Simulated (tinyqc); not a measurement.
Valley-orbit splitting of a donor ground state, with strain: one step, computed by the program tinyqc. Command: `OMP_NUM_THREADS=1 python tinyqc.py 3026736 3026737 out.jsonl valleyorbit walk`. One thread of a shared host (Intel(R) Xeon(R) Processor @ 2.30GHz), about 0.01 s of CPU time with the checks.

The basis is the 1s envelope in each valley; energies are counted from the unstrained conduction-band edge. The strain is e_s (a a^T - 1/3) for the unit stress axis a, so valley j along n_j moves by Xi_u e_s w_j with w_j = (n_j.a)^2 - 1/3: +1/3 for [111] and [-1-11], -1/3 for the others.

Question. Levels and ground state under strain. Diagonalise H; the ground vector has positive components. The density at the nucleus, and so the contact hyperfine coupling, scales as (sum_j c_j)^2/(number of valleys), which is 1 without strain; the envelopes are held fixed.

Valleys: four along <111>. Stress axis: [110].

H (meV), rows [111], [1-1-1], [-11-1], [-1-11]:
$$\begin{pmatrix}
-14.116 & -0.750 & -0.750 & -0.750 \\
-0.750 & -5.584 & -0.750 & -0.750 \\
-0.750 & -0.750 & -5.584 & -0.750 \\
-0.750 & -0.750 & -0.750 & -14.116
\end{pmatrix}$$

Give: levels; valley amplitudes of the ground state; hyperfine ratio A/A_0.

Answer.

levels (meV): [-15.12, -13.37, -6.08, -4.83]

valley amplitudes of the ground state: [111] 0.6970, [1-1-1] 0.1190, [-11-1] 0.1190, [-1-11] 0.6970

hyperfine ratio A/A_0 = 0.6659
